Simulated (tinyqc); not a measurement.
Three structures under pressure: Born-Mayer model of an ionic crystal AB. Computed by tinyqc, a small Python program. Command: `OMP_NUM_THREADS=1 python tinyqc.py 3017903 3017904 out.jsonl bornmayer walk`. One thread of a shared host (Intel(R) Xeon(R) Processor @ 2.30GHz), about 0.01 s of CPU time with the checks.

Energies are per ion pair and r is the nearest distance of unlike ions.

Inputs (values chosen for the exercise, for a model salt): ionic charge z = 1; unlike repulsion lambda = 482 eV; range rho = 0.322 angstrom.

Structure: zinc blende. Short range: nearest neighbours only.

Constants: e^2/(4 pi eps_0) = 14.39964548 eV angstrom; 1 eV/angstrom^3 = 160.2176634 GPa.

Method:
- Madelung constant M, unlike neighbours z1, like neighbours z2 at f r, volume per pair: rock salt 1.747565, 6, 12, sqrt2, 2 r^3; caesium chloride 1.762675, 8, 6, 2/sqrt3, 8 r^3/(3 sqrt3); zinc blende 1.638055, 4, 12, sqrt(8/3), 16 r^3/(3 sqrt3).
- U(r) = -M z^2 e^2/(4 pi eps_0 r) + z1 lambda exp(-r/rho).
- With the volume written as c r^3, under pressure take the root at the minimum of the enthalpy and solve U'(r) + 3 c r^2 P = 0; H = U + P V; B = (U'' - 2 U'/r)/(9 c r).

Enthalpy (eV per pair):

| P (GPa) | rock salt | caesium chloride | zinc blende |
|---|---|---|---|
| 0 | -8.8398 | -8.5617 | -8.7349 |
| 2 | -8.4708 | -8.2330 | -8.2685 |
| 5 | -7.9487 | -7.7647 | -7.6203 |
| 10 | -7.1395 | -7.0338 | -6.6337 |
| 20 | -5.6746 | -5.6991 | -4.8823 |
| 40 | -3.1142 | -3.3430 | -1.8860 |
| 70 | 0.1990 | -0.2643 | 1.9154 |
| 100 | 3.1298 | 2.4794 | 5.2287 |

volumes at zero pressure (angstrom^3): rock salt 30.380, caesium chloride 26.967, zinc blende 38.781

What does the comparison show, and why?

At zero pressure the order is rock salt < zinc blende < caesium chloride. Between 10 and 20 GPa the lowest enthalpy passes from rock salt to caesium chloride. Pressure favours the denser structure, through P V. The Madelung constants, the number of repulsive contacts and the volumes (30.4, 27.0, 38.8 angstrom^3 at P = 0) all matter. Caution: rigid ions with fixed charges leave out polarisation and covalency, so such models often misplace transition pressures.

Extremes, crossings and ranges named in words are read from the listed rows.
